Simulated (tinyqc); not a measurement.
Biaxial strain splits the top of the valence band: sp3s* tight binding, strained.

sp3s* tight binding, nearest neighbours only: anion (a) at 0, cation (c) at a/4 (1,1,1), orbitals s, px, py, pz, s* on each; k in units of 2 pi/a. With phases e_j = exp(i (pi/2) k.n_j) for n = (1,1,1), (1,-1,-1), (-1,1,-1), (-1,-1,1): g0 = (e1+e2+e3+e4)/4, g1 = (e1+e2-e3-e4)/4, g2 = (e1-e2+e3-e4)/4, g3 = (e1-e2-e3+e4)/4. The diagonal holds the levels Esa, Epa, Exa (s*) and Esc, Epc, Exc. Anion-cation block: <sa|sc> = Vss g0; <sa|xc> = Vsapc g1; <xa|sc> = -Vscpa g1; <xa|xc> = Vxx g0; <xa|yc> = <ya|xc> = Vxy g3, <xa|zc> = <za|xc> = Vxy g2, <ya|zc> = <za|yc> = Vxy g1; <s*a|xc> = Vxapc g1; <xa|s*c> = -Vpaxc g1; y and z take g2 and g3 in place of g1; s-s* and s*-s* vanish.

Strain e moves each bond vector to d = (1 + e) d0 (no internal displacement for the diagonal strains used here) and k is given in fractions of the strained reciprocal cell, so the phases stay. Two-centre values Vss_sigma = Vss/4, Vsp_sigma = sqrt3 V/4 for each s-p and s*-p pair, Vpp_sigma = (Vxx + 2 Vxy)/4, Vpp_pi = (Vxx - Vxy)/4 are scaled by (d0/d)^eta and combined with the new direction cosines; the levels on the diagonal stay.

Inputs chosen for the exercise (near a published set for InP, fitted to gaps, whose masses and valley positions are rough; the results hold for these values, not for the real material):

| symbol | value | unit | meaning |
|---|---|---|---|
| Esa | -8.406 | eV | s level of the anion |
| Epa | 0.877 | eV | p level of the anion |
| Esc | -1.497 | eV | s level of the cation |
| Epc | 4.097 | eV | p level of the cation |
| Exa | 8.383 | eV | s* level of the anion |
| Exc | 6.987 | eV | s* level of the cation |
| Vss | -5.423 | eV | s-s |
| Vxx | 1.901 | eV | px-px |
| Vxy | 4.186 | eV | px-py |
| Vsapc | 2.209 | eV | s anion, p cation |
| Vscpa | 5.513 | eV | s cation, p anion |
| Vxapc | 3.438 | eV | s* anion, p cation |
| Vpaxc | 4.419 | eV | p anion, s* cation |
| eta | 2 |  | scaling exponent |
| D001 | 1.09 |  | ratio -ezz/exx |

No spin-orbit coupling; k = 0; exx = eyy = e, ezz = -D001 e. The four bonds keep equal lengths, and the sums over them give Vxx(e) for px and py and Vzz(e) for pz; each level is the lower root of [[Epa, V], [V, Epc]], and the s level the upper root of the s block. The shear potential b follows from E(x,y) - E(z) = 3 b (exx - ezz), taken as the slope between e = -0.005 and 0.005.

Couplings and levels at Gamma (eV):

| e | ezz | Vxx(e) | Vzz(e) | E(x,y) | E(z) | E(x,y) - E(z) (meV) | upper s level |
|---|---|---|---|---|---|---|---|
| -0.020 | 0.0218 | 1.8040 | 2.1626 | 0.0691 | -0.2091 | 278.1 | 1.5326 |
| -0.010 | 0.0109 | 1.8533 | 2.0305 | 0.0320 | -0.1043 | 136.3 | 1.5058 |
| -0.005 | 0.0054 | 1.8774 | 1.9654 | 0.0138 | -0.0537 | 67.5 | 1.4921 |
| 0.005 | -0.0054 | 1.9242 | 1.8372 | -0.0219 | 0.0441 | -66.0 | 1.4644 |
| 0.010 | -0.0109 | 1.9469 | 1.7742 | -0.0394 | 0.0912 | -130.6 | 1.4503 |
| 0.020 | -0.0218 | 1.9911 | 1.6501 | -0.0736 | 0.1816 | -255.2 | 1.4217 |

b = -2.129 eV

Under tension in the plane (e > 0) the bonds tilt towards the plane, Vxx grows to 1.9469 and Vzz falls to 1.7742 eV at e = 0.01, and the pz state forms the top of the valence band, by 130.6 meV; under compression (e = -0.01) the px, py pair does, by 136.3 meV. The slope gives b = -2.13 eV, a rough value, since on-site strain terms are left out (measured values lie near -2 eV).

Run: tinyqc, `OMP_NUM_THREADS=1 python tinyqc.py 1482307 1482308 out.jsonl`; Intel(R) Xeon(R) Processor @ 2.30GHz, one thread, shared host; about 0.1 s of CPU time with all checks.
